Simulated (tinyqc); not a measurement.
# Electron mobility in a silicon inversion layer, empirical terms and Matthiessen rule, step by step

Computed by the program tinyqc: `OMP_NUM_THREADS=1 python tinyqc.py 2510102 2510103 out.jsonl`, one thread of a shared Intel Xeon 2.30GHz, about 0.01 s for the whole run. Printed values are rounded.

Inversion layer of sheet density Ns on a uniformly doped body, under a high-permittivity gate with an interlayer. The mobility terms are empirical power laws with prefactors chosen for the exercise; adding their inverses (Matthiessen) is itself an approximation.

Values chosen for this exercise; material values close to those of silicon: temperature T = 350 K; band gap Eg = 1.13 eV; relative permittivity of the semiconductor eps_r = 11.7; conduction-band density of states at T Nc = 3.6e19 cm^-3; valence-band density of states at T Nv = 3.31e19 cm^-3; body doping Nb = 1.9e17 cm^-3; reverse body bias Vsb = 0.6 V; weight of the inversion charge in the effective field eta = 0.5; gate capacitance Cox = 1.88 uF/cm^2; phonon-limited mobility at 1 MV/cm and 300 K Ap = 382 cm^2/(V s); roughness-limited mobility at 1 MV/cm As = 941 cm^2/(V s); exponent of the roughness term gs = 2; Coulomb prefactor Ac = 3300 cm^2/(V s); charge at the interface Nit = 6.4e10 cm^-2; remote-phonon mobility without interlayer Ar = 150 cm^2/(V s); interlayer thickness ti = 1.1 nm; decay length of remote phonons lr = 0.6 nm; inversion density Ns = 4.1e12 cm^-2; ratio W/L WL = 1; drain voltage Vd = 0.02 V; measured linear current I = 3.6 uA.

Constants: q = 1.602176634e-19 C, kB = 1.380649e-23 J/K, Vt = kB T/q, eps0 = 8.8541878128e-14 F/cm where lengths are in cm. Results are converted to the units shown.

## Depletion charge and effective field

ni = sqrt(Nc Nv) exp(-Eg/(2 Vt)), Eg in volts; Ndep = sqrt(2 eps0 eps_r Nb (2 Vt ln(Nb/ni) + Vsb)/q); E = q (Ndep + eta Ns)/(eps0 eps_r), in MV/cm.

ni = 2.52594e11 cm^-3
Ndep = 1.86537e12 cm^-2
E = 0.605548 MV/cm

The depletion charge gives 47.6 % of the field.

## Mobility terms and their sum

With t = T/(300 K): muC = Ac (Ns/1e12 cm^-2) t/(Nb/1e17 cm^-3 + Nit/1e11 cm^-2), muP = Ap E^(-1/3) t^(-1.75), muS = As E^(-gs), muR = Ar exp(2 ti/lr)/t; 1/mu is the sum of the inverses.

terms (cm^2/(V s)): Coulomb 6214.57, phonon 344.765, roughness 2566.21, remote phonon 5029.88
mu = 273.978 cm^2/(V s)
shares of 1/mu (%): Coulomb 4.40864, phonon 79.4680, roughness 10.6764, remote phonon 5.44701

The phonon term limits most.

## Iteration 1: inversion density for the measured current

Ns at the start = 2.9e12 cm^-2

I = (W/L) q Ns mu Vd. E = q (Ndep + eta Ns)/(eps0 eps_r) in MV/cm. With t = T/(300 K): muC = Ac (Ns/1e12 cm^-2) t/(Nb/1e17 cm^-3 + Nit/1e11 cm^-2), muP = Ap E^(-1/3) t^(-1.75), muS = As E^(-gs), muR = Ar exp(2 ti/lr)/t; 1/mu is the sum of the inverses. Ns(new) = I/((W/L) q mu Vd).

E = 0.512753 MV/cm
mu = 289.873 cm^2/(V s)
Ns after iteration 1 = 3.87573e12 cm^-2

## Iteration 2: inversion density for the measured current

As before.

E = 0.588206 MV/cm
mu = 277.064 cm^2/(V s)
Ns after iteration 2 = 4.05492e12 cm^-2

## Course of the iteration: inversion density for the measured current

Stop when Ns changes by less than 1e5 cm^-2, or after 120 iterations.

Course of the iteration:
```
iteration  Ns (cm^-2)  |change| (cm^-2)
1          3.87573e12           9.76e11
2          4.05492e12           1.79e11
3          4.09131e12           3.64e10
4          4.09880e12            7.49e9
5          4.10034e12            1.54e9
6          4.10066e12            3.19e8
7          4.10073e12            6.58e7
8          4.10074e12            1.36e7
9          4.10074e12            2.81e6
10         4.10074e12            5.79e5
11         4.10074e12            1.20e5
12         4.10074e12            2.47e4
```

Converged in 12 iterations. At the end each change is about 0.21 times the one before: linear convergence.

## Split C-V extraction

```
point  Vg (V)  Cgc (uF/cm^2)      I (uA)
0         0.1     2.27760e-4  1.39497e-8
1        0.15     8.57643e-4  1.97752e-7
2         0.2     0.00322651  2.79632e-6
3        0.25      0.0120963  3.91723e-5
4         0.3      0.0447674  5.30206e-4
5        0.35       0.158207  0.00638131
6         0.4       0.483388   0.0554171
7        0.45        1.06394    0.267019
8         0.5        1.56195    0.703115
9        0.55        1.78358     1.25030
10        0.6        1.85340     1.80433
11       0.65        1.87286     2.32860
12        0.7        1.87810     2.81599
```

Q(Vg) is the trapezoid sum of Cgc from the first point (where Q is taken as 0); mu_eff = I/((W/L) Q Vd); mu_FE = (dI/dVg)/((W/L) Cox Vd) with a backward difference. Listed from point 4 on.

```
point  Q (uC/cm^2)  mu_eff (cm^2/(V s))  mu_FE (cm^2/(V s))
4       0.00193390              13.7082            0.261188
5       0.00700827              45.5270             3.11229
6        0.0230482              120.220             26.0829
7        0.0617314              216.275             112.554
8         0.127379              275.994             231.966
9         0.211017              296.256             291.055
10        0.301942              298.787             294.695
11        0.395098              294.686             278.867
12        0.488872              288.009             259.251
```

At the last point mu_FE is 10 % below mu_eff: where the mobility falls with gate voltage the slope of I understates it.
